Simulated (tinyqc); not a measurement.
Deal-Grove kinetics of thermal oxidation of silicon. Inputs raised by 2 %, one at a time. Computed by tinyqc, a small Python program. Command: `OMP_NUM_THREADS=1 python tinyqc.py 3001305 3001306 out.jsonl oxide sens`. One thread of a shared host (Intel(R) Xeon(R) Processor @ 2.30GHz), about 0.2 s of CPU time with the checks.

Oxidant diffuses through the oxide and reacts at the interface, so that dx/dt = B/(A + 2x) for the oxide thickness x.

Inputs (values chosen for the exercise, close to those used for silicon): prefactor B0 = 807 um^2/h; activation energy E_B = 1.22 eV; prefactor (B/A)0 = 3.79e+06 um/h; activation energy E_A = 1.99 eV; temperature T = 1150 C; oxidant pressure p = 5 atm; pressure exponent m of B/A = 0.73; initial oxide x_i = 0.025 um; time t = 1.3 h; temperature of step 2, T2 = 800 C; time of step 2, t2 = 3.2 h.

Ambient: dry oxygen. Surface: (100). Extension: second step.

Constants: k_B = 8.617333262e-05 eV/K.

Method:
- B = B0 p exp(-E_B/(k_B T)), B/A = (B/A)0 p^m exp(-E_A/(k_B T)), p in atm; A = B/(B/A).
- Temperatures in kelvin are T(C) + 273.15.
- tau = (x_i^2 + A x_i)/B and x = (A/2) [sqrt(1 + 4 B (t + tau)/A^2) - 1], the root of x^2 + A x = B (t + tau).
- Silicon consumed is 0.44 times the oxide grown; the rate is B/(A + 2x).
- Step 2 starts from the thickness x of step 1, with B and A at T2: tau2 = (x^2 + A2 x)/B2 and x2 = (A2/2) [sqrt(1 + 4 B2 (t2 + tau2)/A2^2) - 1].

Runs:
```
input moved                    from       to  oxide thickness x (um)  length A (um)   tau (h)  thickness after both steps x2 (um)
base run                          -        -                 0.42572        0.17529  0.025948                             0.43656
prefactor B0 (um^2/h)           807   823.14                 0.42922        0.17879  0.025885                             0.44011
activation energy E_B (eV)     1.22   1.2444                 0.39182        0.14366  0.026661                             0.40189
prefactor (B/A)0 (um/h)     3790000  3865800                 0.42707        0.17185  0.025503                             0.43802
activation energy E_A (eV)     1.99   2.0298                 0.40052        0.24249  0.034655                             0.40883
oxidant pressure p (atm)          5      5.1                 0.43022        0.17622  0.025559                             0.44119
initial oxide x_i (um)        0.025   0.0255                 0.42583        0.17529  0.026533                             0.43667
```

Exponents ln(y'/y) / ln(x'/x):
```
input                  oxide thickness x  length A     tau  thickness after both steps x2
prefactor B0                       0.413     1.000  -0.124                          0.408
activation energy E_B             -4.190   -10.047   1.369                         -4.179
prefactor (B/A)0                   0.159    -1.000  -0.874                          0.169
activation energy E_A             -3.081    16.388  14.611                         -3.314
oxidant pressure p                 0.531     0.270  -0.764                          0.533
initial oxide x_i                  0.013     0.000   1.126                          0.013
```

Among the inputs moved here: oxide thickness x answers most in size to activation energy E_B (exponent -4.190), next to activation energy E_A (-3.081). Length A answers most in size to activation energy E_A (exponent +16.388), next to activation energy E_B (-10.047); its exponent is below 0.0005 for initial oxide x_i. Its exponent +1.000 in prefactor B0: A = B/(B/A). Its exponent -1.000 in prefactor (B/A)0: A = B/(B/A). tau answers most in size to activation energy E_A (exponent +14.611), next to activation energy E_B (+1.369). Thickness after both steps x2 answers most in size to activation energy E_B (exponent -4.179), next to activation energy E_A (-3.314).
